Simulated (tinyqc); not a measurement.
Pinning factor and neutrality level from two metals.

Problem. On an oxide a metal of vacuum work function pM shows the effective value Phi + S (pM - Phi), with S = 1/(1 + 0.1 (eps_inf - 1)^2). Find S, Phi and eps_inf.

effective work functions for metals of 4.36 and 5.4 eV (eV): 4.3140736  4.9560450

Solution. The slope is S, and the point where both work functions agree is Phi.

S = 0.617
Phi = 4.24 eV
eps_inf = 3.49

Program tinyqc, `OMP_NUM_THREADS=1 python tinyqc.py 2410053 2410054 out.jsonl`; Intel Xeon 2.30GHz, shared host, one thread, about 0.01 s.
